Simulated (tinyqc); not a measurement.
Franz-Keldysh effect at a direct gap: one step. Absorption with and without the field. Two cases, with inputs chosen for the exercise.

Problem. Put the factors in place of sqrt(E - Eg) in alpha_j and add the bands; a waveguide of length L changes its transmission by 4.343 (alpha(F) - alpha(0)) L dB.

Parabolic bands, vertical transitions, no excitons. For each hole band j: mr = me mj/(me + mj); joint density of states J_j(E) = (mr/c)^(3/2) sqrt(E - Eg)/(2 pi^2), both spins, c = hbar^2/2m0; averaged matrix element |e.p|^2 = m0 Ep/6; alpha_j(E) = 4 pi^2 alpha_f c Ep J_j/(3 nr E) in 1/angstrom (alpha_f the fine-structure constant, listed as alpha among the constants), times 1e8 for 1/cm.

Constants: hbar^2/2m0 = 3.80998211 eV angstrom^2; fine-structure constant alpha = 0.007297352564.

Case 1.

Values chosen (near those of InP; the results hold for these values, not for the real material): Eg = 1.352 eV (direct gap); me = 0.0783 m0 (electron mass); mhh = 0.608 m0 (heavy-hole mass); mlh = 0.0909 m0 (light-hole mass); Ep = 21.3 eV (Kane energy); nr = 3.41 (refractive index); E = 1.441 eV (photon energy); L = 45 micrometre (length of a waveguide).

Scales:

| hole | mr (m0) | th (meV) | length (angstrom) |
|---|---|---|---|
| heavy | 0.0693667 | 52.00006 | 32.500 |
| light | 0.0420654 | 61.43453 | 38.397 |

Factors:

| hole | b | Ai(b) | Ai'(b) | factor (eV^(1/2)) | without field |
|---|---|---|---|---|---|
| heavy | -1.711536 | 0.383416 | 0.453721 | 0.327730 | 0.298329 |
| light | -1.448697 | 0.479203 | 0.273498 | 0.317289 | 0.298329 |

Case 2.

Values chosen (near those of InP; the results hold for these values, not for the real material): Eg = 1.316 eV (direct gap); me = 0.0796 m0 (electron mass); mhh = 0.577 m0 (heavy-hole mass); mlh = 0.0887 m0 (light-hole mass); Ep = 20.5 eV (Kane energy); nr = 3.43 (refractive index); E = 1.291 eV (photon energy); L = 320 micrometre (length of a waveguide).

Scales:

| hole | mr (m0) | th (meV) | length (angstrom) |
|---|---|---|---|
| heavy | 0.0699500 | 26.36313 | 45.454 |
| light | 0.0419520 | 31.26143 | 53.899 |

Factors:

| hole | b | Ai(b) | Ai'(b) | factor (eV^(1/2)) | without field |
|---|---|---|---|---|---|
| heavy | 0.948294 | 0.143703 | -0.166170 | 0.00409599 | 0.000000 |
| light | 0.799708 | 0.169901 | -0.186453 | 0.00648778 | 0.000000 |

Give: alpha_j in the field; alpha(F); alpha(0); change of loss.

Solution.

Case 1.

alpha_j in the field (1/cm): heavy 6.47e+03, light 2.96e+03

alpha(F) = 9.43e+03 1/cm
alpha(0) = 8669 1/cm
change of loss = 14.8 dB

Without the field the loss over L is 169 dB, so this energy is of no use for a modulator. Above the gap the field raises the absorption at this energy; the sign alternates with energy (Franz-Keldysh oscillations). Excitons, which add a sharp peak at low field, are left out.

Case 2.

alpha_j in the field (1/cm): heavy 87.4, light 64.3

alpha(F) = 152 1/cm
alpha(0) = 0 1/cm
change of loss = 21.1 dB

Below the gap the field opens a tail where this model has no absorption; excitons and band tails absorb within some 10 to 20 meV of a real edge. Excitons, which add a sharp peak at low field, are left out.

Computed by tinyqc, one run a case: `OMP_NUM_THREADS=1 python tinyqc.py N N+1 out.jsonl` with N = 1650998, 1651488; one thread of a shared Intel(R) Xeon(R) Processor @ 2.30GHz, about 0.01 s a run at most.
